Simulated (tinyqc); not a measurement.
# Yield against design margin

Cells fail independently with probability Q(k) = erfc(k/sqrt(2))/2 when the margin is k standard deviations, and Y = exp(-Nb Q(k)). phi = exp(-k^2/2)/sqrt(2 pi).  k = margin/s(dVT). With one spare that repairs any one cell, Y1 = exp(-x)(1 + x), x = Nb Q(k).

Parameters, values chosen for the exercise: number of cells Nb = 8388608.

s(dVT) = 17.5 mV

Result of one run:

| M (mV) | k | Q(k) | expected failures x | Y | Y1 |
|---|---|---|---|---|---|
| 110 | 6.286 | 1.632e-10 | 0.001369 | 0.9986 | 1.000 |

What becomes of these results when the margin M is changed from 110 to 99 mV, all else the same?

Result of the changed run:

| M (mV) | k | Q(k) | expected failures x | Y | Y1 |
|---|---|---|---|---|---|
| 99 | 5.657 | 7.696e-9 | 0.06456 | 0.9375 | 0.9980 |

The whole series:

| M (mV) | k | Q(k) | expected failures x | Y | Y1 |
|---|---|---|---|---|---|
| 88 | 5.029 | 2.471e-7 | 2.073 | 0.1259 | 0.3867 |
| 95 | 5.429 | 2.840e-8 | 0.2383 | 0.7880 | 0.9757 |
| 99 | 5.657 | 7.696e-9 | 0.06456 | 0.9375 | 0.9980 |
| 103 | 5.886 | 1.982e-9 | 0.01662 | 0.9835 | 0.9999 |
| 110 | 6.286 | 1.632e-10 | 0.001369 | 0.9986 | 1.000 |
| 117 | 6.686 | 1.149e-11 | 9.639e-5 | 0.9999 | 1.000 |
| 123 | 7.029 | 1.043e-12 | 8.752e-6 | 1.000 | 1.000 |
| 132 | 7.543 | 2.299e-14 | 1.928e-7 | 1.000 | 1.000 |

Over a change of the margin from 88 to 132 mV, k goes from 5.03 to 7.54, the expected failures fall by 7.0 decades and the yield goes from 0.126 to 1.000. The spare helps most at M = 88 mV among the rows, where it lifts the yield from 0.126 to 0.387.

tinyqc, about 0.01 s, one thread, Intel Xeon 2.30GHz (shared host): `OMP_NUM_THREADS=1 python tinyqc.py 2090087 2090088 out.jsonl`
